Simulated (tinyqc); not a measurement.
Trading HF for NH4F at fixed fluoride: speciation in dilute and buffered hydrofluoric acid, oxide etch rate and bath loading. Computed by tinyqc, a small Python program. Command: `OMP_NUM_THREADS=1 python tinyqc.py 3121130 3121131 out.jsonl hfetch walk`. One thread of a shared host (Intel(R) Xeon(R) Processor @ 2.30GHz), about 0.01 s of CPU time with the checks.

Concentrations stand for activities, NH4+ and Cl- are spectators, and water ionisation is neglected. H, F and HF2 denote the ions H+, F- and HF2-. The base temperature is 298 K.

Inputs (values chosen for the exercise, of the order of those for thermal oxide at room temperature): HF added = 2.1 mol/L; NH4F added = 0 mol/L; K1 = [H][F]/[HF] = 0.000618 mol/L; K2 = [HF2]/([HF][F]) = 3.74 L/mol; K3 = [H2F2]/[HF]^2 = 2.73 L/mol; rate constant of neutral HF k_a = 18 nm L/(min mol); rate constant of HF2 k_b = 57 nm L/(min mol).

Method:
- Fluoride balance: [HF] + [F] + 2 [HF2] + 2 [H2F2] = HF added + NH4F added. Acid balance: [H] + [HF] + [HF2] + 2 [H2F2] = HF added + HCl added. For a trial [H], [HF] = [H][F]/K1, and the fluoride balance is a quadratic in [F].
- Rate = k_a ([HF] + 2 [H2F2]) + k_b [HF2], an empirical two-term form.
- Total fluoride is held at HF + NH4F added, without HCl; x is the share added as HF.

Against x:
```
x         pH  [F] (mol/L)  [HF] (mol/L)  [HF2] (mol/L)  rate (nm/min)
0.05  5.3807       1.9037       0.01282        0.09128          5.450
0.15  4.7368       1.5265       0.04528        0.25851         15.751
0.30  4.1597       1.0276       0.11512        0.44245         28.594
0.40  3.8484       0.7620       0.17482        0.49818         34.546
0.50  3.5728       0.5538       0.23967        0.49643         38.256
0.60  3.3192       0.3928       0.30475        0.44769         40.131
0.75  2.9355       0.2116       0.39733        0.31451         40.595
0.90  2.4091       0.0764       0.48169        0.13755         39.314
1.00  1.5067       0.0105       0.52771        0.02067         38.046
```

[HF2] is largest at x = 0.4 and the rate at x = 0.75 among these rows; HF2 needs both HF and F. At its best the mixture etches 1.07 times as fast as HF alone.

Extremes, crossings and ranges named in words are read from the listed rows.
